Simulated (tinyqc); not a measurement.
Inside a calculation. Method: FCI on RHF in the sto-6g basis, for H3+, spin multiplicity 1. One step of it, computed by the program tinyqc.

Problem. FCI: roots. Diagonalise (each vector has its largest component positive (the first on a tie)); all determinants have Ms = 0, so triplets appear too. The lowest singlet root is the correlation energy.

Occupation strings over the orbitals (2 doubly, a alpha, b beta, 0 empty; spin orbitals ordered 1a 1b 2a 2b ...): 200 a0b b0a 020 002

H - E(HF) between determinants (hartree), lower triangle:
```
          200        a0b       b0a       020       002
200  0.000000
a0b  0.000000   0.798821
b0a  0.000000  -0.135512  0.798821
020  0.146350  -0.140888  0.140888  0.735044
002  0.135512  -0.013569  0.013569  0.158951  1.632355
```

Give: lowest roots of this matrix, relative to E(HF); lowest vectors; <S^2> of these roots; weight of the ground state by excitation level 0, 1, 2, ....

Solution.

lowest roots of this matrix, relative to E(HF) (hartree): -0.036  0.615  0.663  1.044  1.679

lowest vectors:
```
     root 1  root 2  root 3  root 4
200   0.980   0.167   0.000  -0.046
a0b  -0.027   0.361   0.707   0.605
b0a   0.027  -0.361   0.707  -0.605
020  -0.183   0.832   0.000  -0.487
002  -0.063  -0.142   0.000   0.170
```

<S^2> of these roots: 0.000  0.000  2.000  0.000  0.000

weight of the ground state by excitation level 0, 1, 2, ...: 0.961  0.002  0.037
